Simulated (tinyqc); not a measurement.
# Free and trapped electrons in a MOS channel with a dense trap tail, step by step

Computed by the program tinyqc: `OMP_NUM_THREADS=1 python tinyqc.py 2222226 2222227 out.jsonl`, one thread of a shared Intel Xeon 2.30GHz, about 0.02 s for the whole run. Printed values are rounded.

p-type body, charge-sheet picture, full ionisation (an idealisation for deep acceptors), Boltzmann statistics for free electrons. e = Ec - EF at the surface. Acceptor-like traps of density D(E) = D0 + De exp(-E/Ew) at depth E below Ec, from 0 to Eu, hold n_t = integral of D(E)/(1 + exp((e - E)/Vt)). psi = Eg - Vt ln(Nv/Na) - e; N_dep = sqrt(2 eps0 eps_r Na (psi - Vt)/q); n_f = sqrt(N_dep^2 + 2 eps0 eps_r Vt Nc exp(-e/Vt)/q) - N_dep; Vg = Vfb + psi + q (N_dep + n_t + n_f)/Cox, Cox = eps0 eox/tox.

Parameters, values chosen for the exercise; band and dielectric values close to those of 4H silicon carbide:
- T = 300 K (temperature)
- Eg = 3.29 eV (band gap)
- eps_r = 9.73 (relative permittivity)
- Nc = 1.69e19 cm^-3 (conduction-band density of states at T)
- Nv = 2.54e19 cm^-3 (valence-band density of states at T)
- eox = 3.9 (relative permittivity of the insulator)
- tox = 73 nm (insulator thickness)
- Na = 4.5e15 cm^-3 (acceptor density)
- Vfb = -2.6 V (flat-band voltage without trapped charge)
- D0 = 2.5e10 cm^-2 eV^-1 (constant background density of acceptor-like traps)
- De = 3.8e13 cm^-2 eV^-1 (density of the tail at the conduction edge)
- Ew = 0.07 eV (decay energy of the tail)
- Eu = 0.75 eV (depth below Ec down to which the traps reach)
- mf = 94 cm^2/(V s) (mobility of free electrons)
- e = 0.057 eV (Ec - EF at the surface)

Constants: q = 1.602176634e-19 C, kB = 1.380649e-23 J/K, Vt = kB T/q, eps0 = 8.8541878128e-14 F/cm where lengths are in cm. Results are converted to the units shown.

## Trapped charge

Trapezoid rule on 12 equal steps from 0 to Eu, f = 1/(1 + exp((e - E)/Vt)).

| point | E (eV) | D(E) f (cm^-2 eV^-1) |
|---|---|---|
| 0 | 0 | 3.77645e12 |
| 1 | 0.0625 | 8.61853e12 |
| 2 | 0.125 | 5.96681e12 |
| 3 | 0.1875 | 2.61732e12 |
| 4 | 0.25 | 1.09277e12 |
| 5 | 0.3125 | 4.62467e11 |
| 6 | 0.375 | 2.04145e11 |
| 7 | 0.4375 | 9.83572e10 |
| 8 | 0.5 | 5.50386e10 |
| 9 | 0.5625 | 3.73003e10 |
| 10 | 0.625 | 3.00368e10 |
| 11 | 0.6875 | 2.70625e10 |
| 12 | 0.75 | 2.58446e10 |

n_t = 1.31944e12 cm^-2

With 1600 steps n_t = 1.343e12 cm^-2; the coarse value is 1.8 % below it.

## Charges and gate voltage

psi, N_dep, n_f and Vg as defined, with the n_t given; free share n_f/(n_f + n_t); apparent mobility mf n_f/(n_f + n_t); gate voltage spent on traps q n_t/Cox.

psi = 3.00968 V
N_dep = 3.80000e11 cm^-2
n_f = 4.33934e11 cm^-2
Vg = 7.63548 V
free share = 24.7486 %
apparent mobility = 23.2637 cm^2/(V s)
gate voltage spent on traps = 4.46898 V
